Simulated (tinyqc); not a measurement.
Band bending at a free surface with a continuum of surface states, surface photovoltage and Kelvin probe: one step of the calculation.

n-type bulk, xi = Ec - EF = Vt ln(Nc/Nd), p0 = ni^2/Nd, ni = sqrt(Nc Nv) exp(-Eg/(2 Vt)), Eg in volts. b is the upward band bending, u = b/Vt. Space charge per area, in units of q: Qc = sign(b) sqrt((2 eps0 eps_r Vt/q) [(Nd + dn)(exp(-u) - 1) + Nd u + (p0 + dn)(exp(u) - 1)]), with dn the excess density under light (flat quasi-Fermi levels; 0 in the dark). The states hold -Ds (E0 - xi - b): negative while the Fermi level lies above the neutrality level. Neutrality: Qc + Qf + (charge of the states) = 0.

Task. Bulk quantities. xi, ni, p0, the Debye length sqrt(eps0 eps_r Vt/(q Nd)) and the flat-band work function chi + xi.

Values chosen for this exercise; band and dielectric values close to those of indium phosphide:
```
symbol,value,unit,meaning
T,300,K,temperature
Eg,1.34,eV,band gap
eps_r,12.4,,relative permittivity
Nc,5.74e17,cm^-3,conduction-band density of states at T
Nv,1.08e19,cm^-3,valence-band density of states at T
chi,4.4,eV,electron affinity
Nd,4.2e15,cm^-3,donor density
```

Constants: q = 1.602176634e-19 C, kB = 1.380649e-23 J/K, Vt = kB T/q, eps0 = 8.8541878128e-14 F/cm where lengths are in cm. Results are converted to the units shown.

Find: xi; ni; p0; Debye length; chi + xi.

Result.

xi = 0.1271 eV
ni = 1.382e7 cm^-3
p0 = 0.04551 cm^-3
Debye length = 64.95 nm
chi + xi = 4.527 eV

Program tinyqc, `OMP_NUM_THREADS=1 python tinyqc.py 2430095 2430096 out.jsonl`; Intel Xeon 2.30GHz, shared host, one thread, about 0.01 s.
